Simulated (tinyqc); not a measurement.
Worked calculation: Hubbard ring of 3 sites. One step of it, computed by the program tinyqc.

Problem. The many-body Hamiltonian. Basis: all placements (u, d, 2, 0 on each site), up operators ordered before down ones; hops carry the sign of the same-spin electrons passed.

one-body matrix (hopping and site energies) (eV):
```
           1          2          3
1   0.000000  -1.730000  -1.730000
2  -1.730000   0.000000  -1.730000
3  -1.730000  -1.730000   0.000000
```

U = 2.300000 eV

electrons, up and down: 2  1

Give: H.

Solution.

H (eV):
```
        2u0     u20     uud     20u     udu     u02     duu     02u
2u0   2.300  -1.730  -1.730  -1.730   0.000   0.000   1.730   0.000
u20  -1.730   2.300  -1.730   0.000  -1.730   0.000   0.000   1.730
uud  -1.730  -1.730   0.000   0.000   0.000  -1.730   0.000   0.000
20u  -1.730   0.000   0.000   2.300  -1.730  -1.730  -1.730   0.000
udu   0.000  -1.730   0.000  -1.730   0.000  -1.730   0.000  -1.730
u02   0.000   0.000  -1.730  -1.730  -1.730   2.300   0.000   0.000
duu   1.730   0.000   0.000  -1.730   0.000   0.000   0.000  -1.730
02u   0.000   1.730   0.000   0.000  -1.730   0.000  -1.730   2.300
0u2   0.000   0.000   1.730   0.000   0.000  -1.730  -1.730  -1.730

        0u2
2u0   0.000
u20   0.000
uud   1.730
20u   0.000
udu   0.000
u02  -1.730
duu  -1.730
02u  -1.730
0u2   2.300
```
